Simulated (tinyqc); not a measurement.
Charge-trap memory cell: effect of the gate voltage.

Channel, tunnel oxide, storage layer, blocking layer, gate. N electrons per area sit in a sheet at the centroid and shift the threshold by U = (q/eps0) N (tb/eb + xc tn/en). EOT = t1 + 3.9 (tn/en + tb/eb); tunnel field F = (Vg - U)/EOT; dN/dt = eta (J/q)(1 - N/Nm). Fowler-Nordheim: J = A F^2 exp(-B/F), A = q^2/(16 pi^2 hbar mo phi) (times 1e14 for A/cm^2 with F in V/nm, emitter mass m0), B = (4/3) sqrt(mo/C) phi^1.5, C = hbar^2/(2 m0).

After 0.001 s. The rate equation is integrated from N = 0 to the digits shown; blocking field (3.9 F + q N/eps0)/eb.

Parameters, values chosen for the exercise; oxide values close to those of silicon dioxide, storage layer close to silicon nitride, blocking layer close to silicon dioxide:
```
symbol,value,unit,meaning
phi,3.15,eV,tunnel barrier
mo,0.41,m0,tunnelling mass
t1,4.9,nm,tunnel oxide (permittivity 3.9)
tn,6.6,nm,storage layer
en,7.5,,its relative permittivity
tb,6,nm,blocking layer
eb,3.9,,its relative permittivity
xc,0.58,,"charge centroid, share of tn counted from the blocking side"
eta,0.49,,capture efficiency of an empty layer
Nm,1.5e13,cm^-2,trap density
```

Constants: q = 1.602176634e-19 C, hbar = 1.054571817e-34 J s, m0 = 9.1093837015e-31 kg, eps0 = 8.8541878128e-14 F/cm where lengths are in cm, hbar^2/(2 m0) = 0.0380998212 eV nm^2. Results are converted to the units shown.

Effect of the gate voltage:
```
Vg (V)	N/Nm	U (V)	F (V/nm)	blocking field (V/nm)
15.6	0.3682	2.048	0.9456	1.202
16.5	0.5080	2.825	0.9542	1.308
17.3	0.6285	3.495	0.9632	1.401
18.2	0.7567	4.208	0.9763	1.503
19	0.8593	4.779	0.9923	1.590
19.9	0.9510	5.289	1.019	1.681
20.7	0.9939	5.527	1.059	1.750
21.6	1.000	5.561	1.119	1.815
```

U rises from 2.05 to 5.56 V; the slope between neighbouring rows is at most 0.863 and 0.0370 between the last two rows. In the upper rows it falls short of the 1 of a floating gate because capture weakens as the traps fill (100 % in the last row); where little charge has entered in the time given, the slope is small in any case. The blocking field reaches 18.2 MV/cm, where electrons may escape to the gate, which the model leaves out.

Range of the model: The Fowler-Nordheim form needs F t1 above phi; trap-assisted paths and leakage through the blocking layer are left out.

Numbers from tinyqc (`OMP_NUM_THREADS=1 python tinyqc.py 2130130 2130131 out.jsonl`; about 0.06 s on one thread of a shared Intel Xeon 2.30GHz).
